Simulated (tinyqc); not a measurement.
One-sided p+-n junction, ionisation integral and breakdown: one step of the calculation.

A p+ layer at x < 0 and an n drift layer from x = 0. Depletion approximation, built-in voltage neglected. Local ionisation coefficients alpha_n = an exp(-(bn/E)^mx), alpha_p = ap exp(-(bp/E)^mx). Electrons move towards +x, holes towards x = 0.

Question. Ionisation integrals by the trapezoid rule. G(x) = integral from 0 to x of (alpha_n - alpha_p); I_n = integral of alpha_n exp(-G) (electrons injected at x = 0), I_p = integral of alpha_p exp(G(end) - G) (holes injected at the far edge); M = 1/(1 - I). All integrals by the trapezoid rule on the grid.

```
point     x (um)  alpha_n (1/cm)  alpha_p (1/cm)
0       0.000000       1222.4349       38.868478
1       1.673921       920.97003       24.208874
2       3.347843       675.67191       14.423627
3       5.021764       480.83467       8.1668211
4       6.695686       330.34841       4.3599114
5       8.369607       217.85337       2.1735358
6      10.043529       136.92851      0.99993992
7      11.717450       81.307231      0.41830407
8      13.391371       45.106447      0.15618635
9      15.065293       23.048486     0.050826969
10     16.739214       10.648949     0.013976969
11     18.413136       4.3410256    0.0031175292
12     20.087057       1.5104447    5.3360436e-4
13     21.760978      0.42842792    6.4901650e-5
14     23.434900     0.092765774    5.0260693e-6
```

Wanted: G; alpha_n exp(-G); I_n; I_p; M_n; M_p.

Answer.

```
point        G  alpha_n exp(-G) (1/cm)
0      0.00000                  1222.4
1      0.17412                   773.8
2      0.30451                   498.3
3      0.39942                   322.5
4      0.46626                   207.2
5      0.51160                   130.6
6      0.54103                    79.7
7      0.55917                    46.5
8      0.56971                    25.5
9      0.57539                    13.0
10     0.57821                     6.0
11     0.57946                     2.4
12     0.57995                     0.8
13     0.58011                     0.2
14     0.58016                     0.1
```

I_n = 0.45495
I_p = 0.018203
M_n = 1.8347
M_p = 1.0185

Program tinyqc, `OMP_NUM_THREADS=1 python tinyqc.py 2120039 2120040 out.jsonl`; Intel Xeon 2.30GHz, shared host, one thread, about 0.06 s.
